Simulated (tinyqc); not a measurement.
## Piezoresistors in the (001) plane of a cubic crystal: effect of the direction of the resistor

Plane stress in crystal axes x = [100], y = [010]. First-order piezoresistance: d rho_xx/rho = p11 sxx + p12 syy, d rho_yy/rho = p12 sxx + p11 syy, d rho_xy/rho = p44 sxy; a resistor along d = (cos th, sin th) changes by dR/R = d.(d rho/rho).d. Changes of geometry and second-order terms are left out.

For uniaxial stress along or across the current: pL = p11 - (A/2) sin^2(2 th), pT = p12 + (A/2) sin^2(2 th), A = p11 - p12 - p44. dR/R is for the given stress.

Parameters, values chosen for the exercise; coefficients close to those of lightly doped p-type silicon: piezoresistive coefficient p11 = 6.35 x 1e-11/Pa; piezoresistive coefficient p12 = -1.17 x 1e-11/Pa; piezoresistive coefficient p44 = 131 x 1e-11/Pa; stress sxx Sx = -80 MPa; stress syy Sy = -167 MPa; shear stress sxy St = -77 MPa.

Results:

| th (deg) | pL (1e-11/Pa) | pT (1e-11/Pa) | pL - pT (1e-11/Pa) | dR/R (%) |
|---|---|---|---|---|
| 0 | 6.350 | -1.170 | 7.520 | -0.3126 |
| 10 | 13.57 | -8.392 | 21.96 | -3.782 |
| 20 | 31.86 | -26.68 | 58.54 | -6.873 |
| 30 | 52.66 | -47.48 | 100.1 | -9.212 |
| 45 | 68.09 | -62.91 | 131.0 | -10.73 |
| 60 | 52.66 | -47.48 | 100.1 | -9.539 |
| 90 | 6.350 | -1.170 | 7.520 | -0.9668 |

Estimate the missing row, th = 75 deg.

Computed row:

| th (deg) | pL (1e-11/Pa) | pT (1e-11/Pa) | pL - pT (1e-11/Pa) | dR/R (%) |
|---|---|---|---|---|
| 75 | 21.79 | -16.61 | 38.39 | -5.967 |

With this row back in the table: The sum pL + pT = p11 + p12 = 5.18 holds in every row. |pL - pT|, which sets the output of a bridge under uniaxial stress, is largest at 45 degrees (131) and is 7.52 at 0 degrees. The change dR/R goes from -0.313 through a minimum of -10.7 (at th = 45 deg among the rows listed) to -0.967 %.

tinyqc, about 0.01 s, one thread, Intel Xeon 2.30GHz (shared host): `OMP_NUM_THREADS=1 python tinyqc.py 2530104 2530105 out.jsonl`
